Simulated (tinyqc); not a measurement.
# Gap and mass from two generation rates

Problem. In the two-band model the band-to-band tunnelling rate in a uniform field is G = A F^2 exp(-B/F), with B = pi sqrt(m/C) Eg^1.5/4 (V/nm), A = 1e21 (2 q/h) m Eg/(16 pi C B) for G in cm^-3 s^-1 and F in V/nm, C = hbar^2/(2 m0). Find B, A, Eg and m.

Constants: q = 1.602176634e-19 C, hbar = 1.054571817e-34 J s, h = 6.62607015e-34 J s, m0 = 9.1093837015e-31 kg, hbar^2/(2 m0) = 0.0380998212 eV nm^2. Results are converted to the units shown.

G at F = 0.06 and 0.1 V/nm (cm^-3 s^-1): [3.1477069e28, 1.7741641e30]

Solution. The slope of ln(G/F^2) against 1/F is -B and the intercept gives A. The product A B fixes m Eg, and B = (pi/4) Eg sqrt(m Eg/C) then gives Eg.

B = 0.452 V/nm
A = 1.62e34 cm^-3 s^-1 (V/nm)^-2
Eg = 0.659 eV
m = 0.0440 m0

Program tinyqc, `OMP_NUM_THREADS=1 python tinyqc.py 2620129 2620130 out.jsonl`; Intel Xeon 2.30GHz, shared host, one thread, about 0.01 s.
